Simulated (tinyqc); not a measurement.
## Surface Green function of a dimerised chain, Sancho-Rubio decimation: end state of the dimerised chain

A semi-infinite lead of cells 0, 1, 2, ... with H0 inside a cell and H1 = <cell i|H|cell i + 1>. Cell A, B with A at the surface; -t1 joins A and B, -t2 joins B to the next A. z = E + i eta.

Start with e_s = e = H0, a = H1, b = H1^dagger. Each round: g = (z - e)^(-1); e_s <- e_s + a g b; e <- e + a g b + b g a; a <- a g a; b <- b g b (all with the old a, b). Round k joins cells 2^k apart. Stop when the largest entry of the matrices a and b is below 1e-12 eV; g_s = (z - e_s)^(-1), bulk (z - e)^(-1), density of states -Im Tr/pi. At E = dl and eta = 0.0001 eV the weight of a bound state on the first A site is -eta Im g_s(A, A).

Inputs (values chosen for the exercise): hopping between cells t2 = 1 eV; site energy, +dl on A and -dl on B dl = 0.3 eV.

Result of one run:
```
half gap sqrt(dl^2 + (t1 - t2)^2) (eV),weight from g_s,"1 - (t1/t2)^2, or 0"
0.5831,0.7500,0.7500
```

Which hopping inside the cell t1 gave this result: 0.3, 0.5, 1.1, 1.3 or 1.5 eV?

t1 = 0.5 eV.

The whole series:
```
t1 (eV),half gap sqrt(dl^2 + (t1 - t2)^2) (eV),weight from g_s,"1 - (t1/t2)^2, or 0"
0.1,0.9487,0.9900,0.9900
0.3,0.7616,0.9100,0.9100
0.5,0.5831,0.7500,0.7500
0.7,0.4243,0.5100,0.5100
0.9,0.3162,0.1900,0.1900
1.1,0.3162,5.180e-7,0
1.3,0.4243,3.301e-8,0
1.5,0.5831,1.215e-8,0
```

For t1 < t2 = 1 eV the weak bond comes first and a state is bound to the end at E = dl; its weight on the first site falls from 0.990 to 0.190 over these rows and follows 1 - (t1/t2)^2. For t1 > t2 there is none, and the column holds only a remainder of order eta^2 (1.2e-8 in the last row).

Program tinyqc, `OMP_NUM_THREADS=1 python tinyqc.py 2680118 2680119 out.jsonl`; Intel Xeon 2.30GHz, shared host, one thread, about 0.02 s.
